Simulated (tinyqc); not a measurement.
Comparisons within one model: six-band hole subbands of a thin body in a field. A value that a table varies takes the place of the one given here.

Basis X, Y, Z times spin, hole energies counted downwards from the unstrained edge (the hydrostatic shift is left out), c = hbar^2/2m0. For a symmetric tensor T let C(T) have C_XX = L Txx + M (Tyy + Tzz), C_XY = N Txy (cyclic), L = c (g1 + 4 g2), M = c (g1 - 2 g2), N = 6 c g3. k = q + kz n, n the unit normal, q = k1 u + k2 v with u along the channel [1-10] and v = n x u. H = C(k k^T) + (Dso/3)(1 - L.sigma) - B + e F z with (L_k)_ij = -i epsilon_kij; B is the block C built from the traceless strain with 2b, -b and sqrt(3) d in place of L, M, N. Strain: exx = eyy = (s11 + s12) sx/2, ezz = s12 sx, exy = -s44 sx/4. Hard walls at z = 0 and t; basis sin(j pi z/t), j = 1 to Nz: kz^2 = (j pi/t)^2, kz = -i D with D_jl = 4 j l/(t (j^2 - l^2)), z_jj = t/2 and z_jl = -8 t j l/(pi (j^2 - l^2))^2 for j + l odd; 1 MV/cm = 0.01 eV/angstrom.

Nz = 14. E1 is the top subband at q = 0, gap the distance to the next pair, and the masses are c q^2/(E(q) - E1) at |q| = 0.02 1/angstrom (mean of the spin pair) along the channel [1-10] and across it in the plane; a dash marks a band that does not rise.

Constants: hbar^2/2m0 = 3.80998211 eV angstrom^2.

Parameters, chosen for this exercise (near those of a p-type Si channel; the results hold for these values, not for the real material): g1 = 4.3 (Luttinger gamma1); g2 = 0.34 (gamma2); g3 = 1.44 (gamma3); Dso = 0.044 eV (spin-orbit splitting); b = -2.06 eV (tetragonal potential); d = -4.77 eV (trigonal potential); S = (7.65, -2.1, 12.51) 1/TPa (compliances s11, s12, s44); face = 001 (surface); t = 35 angstrom (body thickness); F = 1.2 MV/cm (field across the body); sx = -1.5 GPa (stress along the channel [1-10], negative in compression).

## Stress along the channel

Each row has its own sx.

Results:

| sx (GPa) | E1 (meV) | gap (meV) | m channel | m across |
|---|---|---|---|---|
| -3.0 | 209.3 | 155.5 | 0.155 | 2.748 |
| -2.0 | 244.4 | 104.9 | 0.161 | 2.463 |
| -1.0 | 278.4 | 56.0 | 0.175 | 1.729 |
| -0.5 | 293.9 | 34.4 | 0.201 | 1.034 |
| 0.0 | 304.4 | 22.3 | 0.382 | 0.382 |
| 0.5 | 303.7 | 31.4 | 1.145 | 0.206 |
| 1.0 | 297.7 | 47.9 | 2.039 | 0.186 |

What can be read from the table?

Under 2 GPa of compression the channel mass goes from 0.382 to 0.161 m0, the mass across from 0.382 to 2.463; the gap to the next subband is 105, 22 and 48 meV at -2, 0 and +1 GPa. The lightest channel mass of the table, 0.155 m0, is at -3.0 GPa.

## Surface orientation and number of bands

Three faces, six bands; and four bands, with Dso set to 1000 eV.

Results:

| case | E1 (meV) | gap (meV) | m channel | m across |
|---|---|---|---|---|
| (001) 6 bands | 261.6 | 80.1 | 0.166 | 2.186 |
| (001) 4 bands | 283.3 | 88.4 | 0.214 | 0.468 |
| (110) 6 bands | 90.9 | 97.9 | 0.114 | 0.276 |
| (110) 4 bands | 211.5 | 202.7 | 0.148 | 0.295 |
| (111) 6 bands | 173.4 | 86.4 | 0.141 | 0.985 |
| (111) 4 bands | 200.4 | 176.9 | 0.176 | 0.200 |

How do the results move?

With six bands the top subband is shallowest on (110) (90.9 meV) and deepest on (001). Without the stress E1 would be 304.4, 144.5 and 215.5 meV, so the stress moves it by -42.7, -53.6 and -42.0 meV. The lightest channel mass is on (110) (0.114 m0). Dropping the split-off band moves E1 by 21.6, 120.5 and 27.0 meV and the gap by 8.4, 104.7 and 90.5 meV on the three faces, with Dso = 44 meV.

## What each parameter does

Six bands. Each row changes one parameter from the base and keeps the others.

Results:

| case | E1 (meV) | gap (meV) | m channel (m0) | m across (m0) |
|---|---|---|---|---|
| base | 261.6 | 80.1 | 0.166 | 2.186 |
| t = 45 angstrom | 252.0 | 79.2 | 0.166 | 2.197 |
| F = 1.5 MV/cm | 305.1 | 80.2 | 0.167 | 2.187 |
| sx = -2 GPa | 244.4 | 104.9 | 0.161 | 2.463 |
| g3 = 1.34 | 261.6 | 80.1 | 0.164 | 1.326 |
| g2 = 0.39 | 258.2 | 80.4 | 0.162 | 1.959 |
| Dso = 0.066 eV | 265.1 | 81.9 | 0.170 | 1.727 |
| d = -3.82 eV | 268.8 | 65.9 | 0.169 | 1.922 |

What does this show?

The largest shifts from the base row, up to three for each result and ties (the steps differ in size, so this ranks the rows, not the parameters). E1 (meV): F +43.5, sx -17.3, t -9.6; unchanged at the printed digits by g3. gap (meV): sx +24.8, d -14.2, Dso +1.8; unchanged at the printed digits by g3. m channel (m0): sx -0.005, Dso +0.005, g2 -0.004; unchanged at the printed digits by t. m across (m0): g3 -0.860, Dso -0.460, sx +0.277.

tinyqc: `OMP_NUM_THREADS=1 python tinyqc.py 1280428 1280429 out.jsonl`; about 0.3 s, one thread, shared Intel(R) Xeon(R) Processor @ 2.30GHz.
